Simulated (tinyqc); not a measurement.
# Changing the temperature T

Model: specific resistance of a metal-semiconductor contact and its transmission-line measurement. Computed by tinyqc, a small Python program. Command: `OMP_NUM_THREADS=1 python tinyqc.py 3005943 3005944 out.jsonl contact sweep`. One thread of a shared host (Intel(R) Xeon(R) Processor @ 2.30GHz), about 0.02 s of CPU time with the checks.

The barrier is parabolic (depletion approximation), energies E are normal energies counted from the band edge in the neutral semiconductor (downwards for holes), and the bias is zero. xi is an input, held fixed when other inputs move.

Inputs (values chosen for the exercise, modelled on n-type In0.53Ga0.47As): tunnelling mass m = 0.045 m_0; permittivity eps = 13.9; Richardson constant A* = 4.89 A/(cm^2 K^2); barrier height phi_B = 0.17 eV; doping N = 7.4e+17 1/cm^3; Fermi level above the band edge in the bulk, xi = 0.036 eV.

Image-force lowering: included.

Constants: hbar = 1.054571817e-34 J s; eps_0 = 8.8541878128e-12 F/m; m_0 = 9.1093837015e-31 kg; k_B = 8.617333262e-05 eV/K; e = 1.602176634e-19 C.

Method:
- E_00 = (e hbar/2) sqrt(N/(eps eps_0 m)); band bending E_b = phi_B + xi; depletion width w = sqrt(2 eps eps_0 E_b/(e^2 N)). Image lowering d_phi = (e^3 N E_b/(8 pi^2 (eps eps_0)^3))^(1/4) (E_b in volts), and E_b - d_phi replaces E_b everywhere except in w.
- WKB transmission for E < E_b, with a = E/E_b: D = exp{-(E_b/E_00) [sqrt(1 - a) - a ln((1 + sqrt(1 - a))/sqrt(a))]}; D = 1 above.
- At zero bias 1/rho_c = (e A*/k_B^2) int D(E) f(E) dE, f = 1/(1 + exp((E - xi)/k_B T)); 200 Gauss-Legendre points from 0 to E_b, and k_B T ln(1 + exp((xi - E_b)/k_B T)) for the part above the barrier; the share of tunnelling is the part below.

One run for each value; columns: (1) temperature T (K); (2) specific contact resistance rho_c (ohm cm^2); (3) rho_c by thermionic emission alone (ohm cm^2); (4) share of tunnelling (%):
```
(1)         (2)         (3)     (4)
100  6.3856e-06  3.3431e-01  99.998
130  4.5219e-06  9.1499e-03  99.951
170  2.7750e-06  5.1127e-04  99.457
220  1.5477e-06  5.7229e-05  97.296
280  8.4449e-07  1.1023e-05  92.339
360  4.4479e-07  2.7388e-06  83.760
460  2.4480e-07  9.0639e-07  72.992
600  1.3521e-07  3.4126e-07  60.379
```

Over the rows, specific contact resistance rho_c (ohm cm^2) falls from 6.39e-6 to 1.35e-7 (exponent d ln y / d ln x -1.3 between the first rows and -2.2 between the last); rho_c by thermionic emission alone (ohm cm^2) falls from 0.334 to 3.41e-7 (exponent d ln y / d ln x -14 between the first rows and -3.7 between the last); share of tunnelling (%) falls from 100.0 to 60.4 (exponent d ln y / d ln x -0.0018 between the first rows and -0.71 between the last).
